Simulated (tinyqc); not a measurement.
Ion-assisted plasma etching: sheath, surface coverage, synergy and aspect-ratio dependence: one step, computed by the program tinyqc. Command: `OMP_NUM_THREADS=1 python tinyqc.py 3016156 3016157 out.jsonl etch walk`. One thread of a shared host (Intel(R) Xeon(R) Processor @ 2.30GHz), about 0.04 s of CPU time with the checks.

Radicals adsorb on bare sites; ions remove covered sites with a high yield and bare sites by sputtering; a slow spontaneous reaction acts everywhere, walls included.

Task: Yields. Yields: Y = b (sqrt(E) - sqrt(E_th)) on covered sites, Y_p = b_p (sqrt(E) - sqrt(E_p)) on bare ones (zero below threshold).

Inputs (values chosen for the exercise, close to those used for silicon dioxide in a fluorocarbon plasma):
```
quantity               value       unit
yield slope b          0.088  eV^(-1/2)
threshold E_th           6.2         eV
sputter slope b_p      0.013  eV^(-1/2)
sputter threshold E_p     29         eV
```

Feature: round hole.

ion energy E = 63.45 eV

Give: yield Y; sputter yield Y_p.

Result:

yield Y = 0.48185

sputter yield Y_p = 0.033545
